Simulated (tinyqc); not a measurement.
SiGe-base heterojunction bipolar transistor, Gummel numbers and transit times: one step of the calculation.

One-dimensional n-p-n transistor in the forward active mode at low injection. In the base p(x) = NB exp(-eta x/wb) and ni(x)^2 = ni^2 exp((g0 + g1 x/wb)/Vt); electrons leave the base at vsat; band spikes at the emitter junction and recombination inside the emitter are ignored.

Question. Base Gummel number and transit time. f(x) = p(x) ni^2/ni(x)^2; I(x) = integral from x to wb of f/Dn, plus f(wb)/vsat; base Gummel number GB = I(0); electron density per unit flux n/(J/q) = I/f; base transit time tauB = integral of I/f over the base. Trapezoid rule on 11 equal steps.

Inputs (values chosen for the exercise); band and dielectric values close to those of silicon: temperature T = 300 K; saturation velocity vsat = 9.89e6 cm/s; neutral base width wb = 39 nm; base doping at the emitter edge NB = 1.8e19 cm^-3; doping falls as exp(-eta x/wb) eta = 0; gap reduction at the emitter edge of the base g0 = 0.063 eV; further gap reduction across the base (linear) g1 = 0.076 eV; electron diffusion coefficient in the base Dn = 6.4 cm^2/s.

Constants: q = 1.602176634e-19 C, kB = 1.380649e-23 J/K, Vt = kB T/q. Results are converted to the units shown.

Find: x; f; I; I/f; GB; tauB.

Answer.

```
point  x (nm)  f (cm^-3)  I (s/cm^4)  I/f (s/cm)
0        0.00   1.574e18    3.192e11    2.028e-7
1        3.55   1.205e18    2.422e11    2.011e-7
2        7.09   9.221e17    1.833e11    1.988e-7
3       10.64   7.059e17    1.382e11    1.959e-7
4       14.18   5.403e17    1.037e11    1.920e-7
5       17.73   4.136e17    7.731e10    1.869e-7
6       21.27   3.166e17    5.708e10    1.803e-7
7       24.82   2.424e17    4.160e10    1.716e-7
8       28.36   1.855e17    2.975e10    1.603e-7
9       31.91   1.420e17    2.067e10    1.456e-7
10      35.45   1.087e17    1.373e10    1.263e-7
11      39.00   8.321e16     8.414e9    1.011e-7
```

GB = 3.192e11 s/cm^4
tauB = 0.6775 ps

Range of the model: Heavy doping makes emitter or base degenerate; gE and g0 are to be read as apparent gap changes that include this.

Program tinyqc, `OMP_NUM_THREADS=1 python tinyqc.py 2320071 2320072 out.jsonl`; Intel Xeon 2.30GHz, shared host, one thread, about 0.01 s.
